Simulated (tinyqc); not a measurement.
Inside a calculation: band offset of a heterojunction with an interface dipole (two-band chains, self-consistent charge). Values are carried at full precision from step to step, so a last printed digit may differ when a step is redone from the rounded ones.

Sites alternate A, C. Left: A at -G1/2, C at +G1/2, hopping -t1; right: A at D - G2/2, C at D + G2/2, hopping -t2; the bonds across the two interfaces of a ring (C left to A right, C right to A left) have -sqrt(t1 t2). D is the offset of the mid-gaps, so Ev(right) - Ev(left) = D - (G2 - G1)/2 and Ec(right) - Ec(left) = D + (G2 - G1)/2. The closing bond has its sign reversed (antiperiodic ring). Half the levels are filled with two electrons each. The charge moved is q = (electrons on the left) less one a site; the mean over the two interfaces, q/2, is taken as the charge that crosses each, and its dipole opposes the offset: D = D0 - u q/2.

Parameters, chosen for this exercise (gaps near those of GaN and AlN; the chains and D0 are free models, so the offsets are not those of the real pair; shifted at random, so the results belong to these values and not to a real crystal):
- G1 = 3.46 eV (gap on the left)
- G2 = 5.92 eV (gap on the right)
- t1 = 2.32 eV (hopping on the left)
- t2 = 2.09 eV (hopping on the right)
- D0 = -2.74 eV (mid-gap of the right side above that of the left, without dipole)
- n = 2 (cells a side in the small ring)
- u = 3.3 eV (potential step per electron moved across)
- mx = 0.2 (mixing)

## The small ring at D = D0

Fill in H.

H (eV):
```
         AL1      CL1      AL2      CL2      AR1      CR1      AR2      CR2
AL1  -1.7300  -2.3200        0        0        0        0        0   2.2020
CL1  -2.3200   1.7300  -2.3200        0        0        0        0        0
AL2        0  -2.3200  -1.7300  -2.3200        0        0        0        0
CL2        0        0  -2.3200   1.7300  -2.2020        0        0        0
AR1        0        0        0  -2.2020  -5.7000  -2.0900        0        0
CR1        0        0        0        0  -2.0900   0.2200  -2.0900        0
AR2        0        0        0        0        0  -2.0900  -5.7000  -2.0900
CR2   2.2020        0        0        0        0        0  -2.0900   0.2200
```

## Levels and site charges

Diagonalise, fill the lower half with two electrons each, and sum the electrons on the left (L) less one a site.

levels (eV): -7.4533  -6.4766  -4.1816  -2.8490  1.0242  1.5594  3.0526  4.3643

electrons on the sites: AL1 1.4261, CL1 0.4162, AL2 1.5052, CL2 0.3473, AR1 1.7719, CR1 0.2878, AR2 1.7606, CR2 0.4849

q = -0.3053 electrons

Electrons move to the right, the side whose mid-gap lies lower.

## Self-consistent offset

From here on the ring has 24 cells a side.

Start at D = D0; D(out) = D0 - u q(D)/2; D(new) = D + mx (D(out) - D); stop when |D(out) - D| < 1e-7 eV.

Iterations:
```
i      D (eV)         q  D(out) (eV)  D(out) - D
0    -2.74000  -0.30963     -2.22911       0.511
1    -2.63782  -0.29362     -2.25552       0.382
2    -2.56136  -0.28201     -2.27469       0.287
3    -2.50403  -0.27349     -2.28874       0.215
4    -2.46097  -0.26721     -2.29911       0.162
5    -2.42860  -0.26254     -2.30681       0.122
6    -2.40424  -0.25906     -2.31256      0.0917
7    -2.38590  -0.25646     -2.31685      0.0691
8    -2.37209  -0.25451     -2.32006      0.0520
...       ...       ...          ...         ...
51   -2.32982  -0.24859     -2.32982    2.79e-07
52   -2.32982  -0.24859     -2.32982    2.11e-07
53   -2.32982  -0.24859     -2.32982    1.59e-07
54   -2.32982  -0.24859     -2.32982    1.20e-07
55   -2.32982  -0.24859     -2.32982    9.03e-08
```

D = -2.3298 eV

Converged at i = 55: the dipole removes 15 % of the starting offset.

## Linear response

chi = (q(+h) - q(-h))/(2h) at D = 0 with h = 0.01 eV; S = 1/(1 + u chi/2); linear estimate D = S D0.

chi = 0.09155 1/eV
S = 0.8688
linear estimate of D = -2.3804 eV

The self-consistent value is -2.3298 eV, +50.6 meV from the estimate. At D = 0 no net charge crosses: the mid-gaps are the neutrality levels of these symmetric chains.

## The line-up

Ev(right) - Ev(left) = D - (G2 - G1)/2 and Ec(right) - Ec(left) = D + (G2 - G1)/2, for D0, for the self-consistent D and for D = 0. Type I: the offsets have opposite signs; type III: one valence edge lies above the other conduction edge; else type II.

Offsets (eV):
```
case                            D  valence  conduction                 type
no dipole                  -2.740   -3.970      -1.510  type II (staggered)
self-consistent            -2.330   -3.560      -1.100  type II (staggered)
neutrality levels aligned   0.000   -1.230       1.230  type I (straddling)
```

The dipole shifts both offsets alike and leaves the type.

## Checks

- q at D = 0 against zero, as particle-hole symmetry demands: both 0.000000.
- q at the self-consistent D on 24 against 48 cells a side: both -0.2486.

Run: tinyqc, `OMP_NUM_THREADS=1 python tinyqc.py 1451205 1451206 out.jsonl`; Intel(R) Xeon(R) Processor @ 2.30GHz, one thread, shared host; about 0.5 s of CPU time with all checks.
